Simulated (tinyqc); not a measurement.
# Short-channel transistor, virtual-source model with series resistance: effect of the temperature on the on and off currents

The current per gate width is the charge at the top of the source barrier (the virtual source) times its velocity times a saturation function; al and be are fitting constants of the model. Units: I in uA/um, Rs in ohm um, so I Rs = 1e-6 I Rs in volts; Q in uC/cm^2, so I = 1e-4 Q vx0 Fsat with vx0 in cm/s.

Intrinsic voltages Vg' = Vgs - I Rs, Vd' = Vds - 2 I Rs. n = n0 + nd Vd', VT = VT0 - dl Vd', Ff = 1/(1 + exp((Vg' - VT + al Vt/2)/(al Vt))), Q = Cinv n Vt ln(1 + exp((Vg' - VT + al Vt Ff)/(n Vt))), Vdsat = (vx0 L/mu)(1 - Ff) + Vt Ff, Fsat = u/(1 + u^be)^(1/be) with u = Vd'/Vdsat, and I = Q vx0 Fsat per width. I is solved self-consistently. Ion is I at Vgs = Vds = 1.2 V, Ioff at Vgs = 0, Vds = 1.2 V, and Rlin = Vds/I at Vgs = 1.2 V, Vds = 0.05 V. mu, vx0, VT0, dl and n0 are held fixed.

Parameters, values chosen for the exercise:

| symbol | value | unit | meaning |
|---|---|---|---|
| Cinv | 2.83 | uF/cm^2 | inversion capacitance |
| vx0 | 5.03e6 | cm/s | velocity at the virtual source |
| mu | 130 | cm^2/(V s) | apparent mobility |
| L | 25 | nm | channel length |
| VT0 | 0.488 | V | threshold at zero drain voltage |
| dl | 0.196 | V/V | drain-induced barrier lowering |
| n0 | 1.6 |  | subthreshold factor |
| nd | 0 | 1/V | growth of n with drain voltage |
| al | 3.5 |  | threshold shift (in units of Vt) from weak to strong inversion |
| be | 1.6 |  | sharpness of saturation |
| Rs | 150 | ohm um | series resistance of each contact |

Constants: q = 1.602176634e-19 C, kB = 1.380649e-23 J/K, Vt = kB T/q. Results are converted to the units shown.

Effect of the temperature on the on and off currents:
```
T (K)  Ion (uA/um)  Ioff (nA/um)  log10(Ion/Ioff)  Rlin (ohm um)
200         1025.4        34.569           4.4722         399.97
230         1025.4        126.41           3.9091         399.97
260         1025.4        341.82           3.4771         399.96
290         1025.4        749.06           3.1364         399.95
320         1025.4        1410.2           2.8616         399.93
350         1025.4        2371.7           2.6358         399.90
380         1025.5        3660.9           2.4473         399.86
410         1025.6        5287.6           2.2877         399.80
```

As T goes from 200 to 410 K, Ion stays near 1030 uA/um, Ioff rises from 34.6 to 5290 nA/um and Rlin stays near 400 ohm um. Ion changes by a factor of 1.00 and Ioff by 153. For T = 320 to 410 K the off current passes 1 uA/um, so the device is hardly off at Vgs = 0.

Program tinyqc, `OMP_NUM_THREADS=1 python tinyqc.py 2380032 2380033 out.jsonl`; Intel Xeon 2.30GHz, shared host, one thread, about 0.01 s.
